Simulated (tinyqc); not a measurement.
Minority carriers and saturation current of a heavily doped emitter: effect of temperature on the narrowing factor.

n-type, parabolic bands, full ionisation. eta = (EF - Ec)/kB T solves N = Nc F12(eta), F12(x) = (2/sqrt(pi)) int_0^infinity sqrt(u)/(1 + exp(u - x)) du. The gap shrinks rigidly by dEg = a3 y^(1/3) + a4 y^(1/4) + a2 y^(1/2), y = N/1e18 cm^-3, an empirical law that is here taken as the true narrowing.

Nc is given at 250 K and scales as T^1.5; dEg is held. The factor nie^2/ni^2 = exp(dEg/kB T) g, g = F12(eta) exp(-eta), divides the current gain of a transistor with this emitter.

Parameters, values chosen for the exercise; band and dielectric values close to those of germanium:
- Nc = 7.84e18 cm^-3 (conduction-band density of states at 250 K)
- N = 5.3e18 cm^-3 (ionised donor density)
- a3 = 10.4 meV (coefficient of (N/1e18)^(1/3))
- a4 = 6 meV (coefficient of (N/1e18)^(1/4))
- a2 = 2.4 meV (coefficient of (N/1e18)^(1/2))

Constants: q = 1.602176634e-19 C, kB = 1.380649e-23 J/K, Vt = kB T/q. Results are converted to the units shown.

Effect of temperature on the narrowing factor:
```
T (K)      eta       g  nie^2/ni^2  its logarithm
150     0.8789  0.6040       7.616          2.030
200     0.2729  0.7191       4.812          1.571
250    -0.1547  0.7892       3.611          1.284
300    -0.4845  0.8348       2.965          1.087
350    -0.7528  0.8663       2.567         0.9428
400    -0.9790  0.8891       2.300         0.8329
450     -1.175  0.9061       2.109         0.7463
```

The factor falls from 7.62 to 2.11. Its slope against q/kB T is 23.7 meV between the first two rows and 26.9 meV between the last two, against dEg = 32.8 meV: degeneracy takes back part of the narrowing. The factor grows on cooling, so the current gain of such a transistor falls.

Range of the model: Band tails, non-parabolic bands and incomplete ionisation are left out.

tinyqc, about 0.01 s, one thread, Intel Xeon 2.30GHz (shared host): `OMP_NUM_THREADS=1 python tinyqc.py 2330132 2330133 out.jsonl`
